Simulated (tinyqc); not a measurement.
IGBT as a p-i-n diode in series with a MOS channel, on-state and switching loss: effect of the channel and accumulation resistance.

High injection (n = p) in a drift layer from x = -W/2 (anode) to +W/2 (cathode side), recombination only in the layer with lifetime tau, ideal emitters. The channel feeds the cathode side and carries the whole current. Auger recombination, carrier-carrier scattering, emitter losses and the carrier dip under the p body are left out.

b = mn/mp, B = (b - 1)/(b + 1), La = sqrt(2 Vt mn mp tau/(mn + mp)), y = W/(2 La). n(x) = (tau J/(2 q La))[cosh(x/La)/sinh y - B sinh(x/La)/cosh y]. Vm = Vt [(8 b/(b + 1)^2)(sinh y/s) arctan(s sinh y) + B ln((1 + B tanh^2 y)/(1 - B tanh^2 y))], s = sqrt(1 - B^2 tanh^2 y); Vj = Vt ln(n(-W/2) n(W/2)/ni^2), ni = sqrt(Nc Nv) exp(-Eg/(2 Vt)), Eg in volts; Vc = J Rch; Von = Vm + Vj + Vc. Stored charge tau J, turn-off energy Eoff = ks tau J Vdc, loss at half duty 0.5 J Von + f Eoff. A unipolar device on the same layer has Vu = J (W/(q mn Nd) + Rch).

Values chosen for this exercise; material values close to those of silicon: temperature T = 350 K; band gap Eg = 1.11 eV; conduction-band density of states at T Nc = 3.47e19 cm^-3; valence-band density of states at T Nv = 3.33e19 cm^-3; electron mobility mn = 997 cm^2/(V s); hole mobility mp = 342 cm^2/(V s); width of the drift layer W = 70 um; doping of the drift layer Nd = 1.2e14 cm^-3; high-injection lifetime tau = 0.61 us; current density J = 250 A/cm^2; link voltage Vdc = 400 V; turn-off energy per stored charge and link voltage ks = 0.08; switching frequency f = 20 kHz.

Constants: q = 1.602176634e-19 C, kB = 1.380649e-23 J/K, Vt = kB T/q. Results are converted to the units shown.

The same in every row: y = 1.143; Eoff (mJ/cm^2) = 4.880.

Result of one run:
```
Von (V)  Vu (V)  total loss (W/cm^2)
1.643     92.07                303.0
```

Which channel and accumulation resistance Rch gave this result: 0.2, 0.4, 0.78, 3.1 or 6.1 mohm cm^2?

Rch = 3.1 mohm cm^2.

The whole series:
```
Rch (mohm cm^2)  Von (V)  Vu (V)  total loss (W/cm^2)
0.2               0.9182   91.35                212.4
0.4               0.9682   91.40                218.6
0.78               1.063   91.49                230.5
1.5                1.243   91.67                253.0
3.1                1.643   92.07                303.0
6.1                2.393   92.82                396.8
12                 3.868   94.30                581.1
```

As Rch goes from 0.2 to 12 mohm cm^2, Von rises from 0.918 to 3.87 V, Eoff stays at 4.88 mJ/cm^2 and the total loss rises from 212 to 581 W/cm^2. Von is below Vu in 7 of the 7 rows. In every row the density at the anode passes 2e17 cm^-3, where Auger recombination and emitter losses matter.

Program tinyqc, `OMP_NUM_THREADS=1 python tinyqc.py 2590066 2590067 out.jsonl`; Intel Xeon 2.30GHz, shared host, one thread, about 0.01 s.
